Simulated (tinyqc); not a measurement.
## Thermionic-field emission through a Schottky barrier, WKB: current against forward bias

Metal on an n-type semiconductor with one parabolic valley; V > 0 is forward bias (metal positive). Energies E are counted from the conduction edge of the neutral semiconductor, whose Fermi level lies at -xi; that of the metal lies at -xi - V. The barrier is a parabola of height Vd = phi - xi - V (depletion approximation, no image force).

Nc = 2 (2 pi me m0 kB T/h^2)^1.5 (times 1e-6 for cm^-3); Nd = Nc F12(-xi/Vt), F12(x) = (2/sqrt(pi)) int_0^infinity sqrt(u)/(1 + exp(u - x)) du; E00 = (hbar/2) sqrt(Nd/(me m0 eps0 eps_r)) in SI units (volts). For E < Vd, ln T(E) = -(Vd/E00) [sqrt(1 - y) - y ln((1 + sqrt(1 - y))/sqrt(y))], y = E/Vd; T(E) = 1 above. J = A* T (q/kB) int_0^infinity T(E) N(E) dE, N = ln[(1 + exp((-xi - E)/Vt))/(1 + exp((-xi - V - E)/Vt))], A* = 4 pi q me m0 kB^2/h^3 (times 1e-4 for A/(cm^2 K^2)). The integral is converged to the digits shown; the share over the barrier is that of E > Vd, and 0 means below 1e-6 %. n = (dV/d ln J)/Vt.

Inputs (values chosen for the exercise); band and dielectric values close to those of indium phosphide: temperature T = 300 K; electron mass me = 0.079 m0; relative permittivity eps_r = 12.7; barrier height seen from the metal phi = 0.67 eV; donor density Nd = 6.1e17 cm^-3.

Constants: q = 1.602176634e-19 C, kB = 1.380649e-23 J/K, eps0 = 8.8541878128e-12 F/m, hbar = 1.054571817e-34 J s, h = 6.62607015e-34 J s, m0 = 9.1093837015e-31 kg, Vt = kB T/q. Results are converted to the units shown.

Current against forward bias:
```
V (V)  J (A/cm^2)  share over the barrier (%)  mean E/Vd      n
0.103     0.01508                        1.66     0.7347  1.108
0.16       0.1074                        2.15     0.7340  1.132
0.217      0.7484                        2.80     0.7333  1.138
0.274       5.167                        3.68     0.7326  1.144
0.331       35.31                        4.89     0.7321  1.151
0.388       237.9                        6.57     0.7324  1.161
0.445        1570                        9.03     0.7346  1.177
0.503     1.034e4                        12.9     0.7430  1.207
```

Read the table: what changes, and by how much?

J rises from 0.0151 to 10300 A/cm^2, and n rises from 1.11 to 1.21. The Padovani-Stratton slope is (E00/Vt) coth(E00/Vt) = 1.10; the middle row is 4.4 % above it.

Range of the model: The depletion approximation, a parabolic band and the neglect of image-force lowering make these currents estimates at high doping.

tinyqc, about 0.06 s, one thread, Intel Xeon 2.30GHz (shared host): `OMP_NUM_THREADS=1 python tinyqc.py 2640148 2640149 out.jsonl`
